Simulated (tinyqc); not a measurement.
Changing the transverse mass m_t: donor in an ellipsoidal valley (Kohn-Luttinger variational method). Computed by tinyqc, a small Python program. Command: `OMP_NUM_THREADS=1 python tinyqc.py 3009155 3009156 out.jsonl kohnlutt sweep`. One thread of a shared host (Intel(R) Xeon(R) Processor @ 2.30GHz), about 0.08 s of CPU time with the checks.

H = -(d^2/dx^2 + d^2/dy^2) - gamma d^2/dz^2 - 2/r in units built on m_t, with gamma = m_t/m_l and z along the valley axis. One valley; no valley-orbit or central-cell term.

Inputs (values chosen for the exercise, modelled on silicon): longitudinal mass m_l = 0.94 m_0; dielectric constant eps = 11.8.

Constants: Ry = 13.605693123 eV; a_0 = 0.529177210903 angstrom.

Method:
- Ry* = Ry m_t/eps^2, a* = a_0 eps/m_t, gamma = m_t/m_l.
- Trial function exp(-sqrt((x^2 + y^2)/a^2 + z^2/b^2)) with beta = b/a < 1: E = t/a^2 - u/a, t = (2 + gamma/beta^2)/3, u = 2 arcsin(sqrt(1 - beta^2))/sqrt(1 - beta^2); the best a is 2 t/u and E(beta) = -u^2/(4 t).
- Golden-section search on beta from 0.05 to 0.999, 60 steps.
- Gaussian basis: g = P exp(-al (x^2 + y^2) - be z^2) with P = 1 (s-like), z (2p0) or x (2p+-); al = 0.004 x 2.6^k, k = 0..11, and be/al = 1, gamma^(-1/2) or 1/gamma (36 functions); 1/r = (2/sqrt(pi)) int exp(-t^2 r^2) dt by 48 Gauss-Legendre points after t = sqrt(al_i + al_j) tan(theta); overlap eigenvalues below 1e-10 are dropped.

One run for each value:

| transverse mass m_t (m_0) | 1s binding energy, trial function (meV) | 2p0 binding energy (meV) | 2p+- binding energy (meV) | radius a of the 1s trial function (angstrom) | radius b of the 1s trial function (angstrom) |
|---|---|---|---|---|---|
| 0.031 | 6.765 | 3.559 | 1.148 | 119.45 | 36.348 |
| 0.049 | 9.935 | 4.833 | 1.758 | 79.31 | 28.238 |
| 0.077 | 14.386 | 6.433 | 2.663 | 53.25 | 22.151 |
| 0.120 | 20.496 | 8.383 | 3.977 | 36.24 | 17.574 |
| 0.190 | 29.257 | 10.837 | 5.980 | 24.49 | 13.933 |
| 0.290 | 40.181 | 13.508 | 8.638 | 17.18 | 11.335 |
| 0.460 | 56.135 | 16.875 | 12.783 | 11.76 | 9.126 |
| 0.720 | 76.721 | 20.576 | 18.514 | 8.20 | 7.459 |

What does the table show?

Over the rows, 1s binding energy, trial function (meV) rises from 6.77 to 76.7 (exponent d ln y / d ln x 0.84 between the first rows and 0.70 between the last); 2p0 binding energy (meV) rises from 3.56 to 20.6 (exponent d ln y / d ln x 0.67 between the first rows and 0.44 between the last); 2p+- binding energy (meV) rises from 1.15 to 18.5 (exponent d ln y / d ln x 0.93 between the first rows and 0.83 between the last).

Caution (rows 0.720): a* is only a few bond lengths, so central-cell and valley-orbit terms are large.

Extremes, crossings and ranges named in words are read from the listed rows.
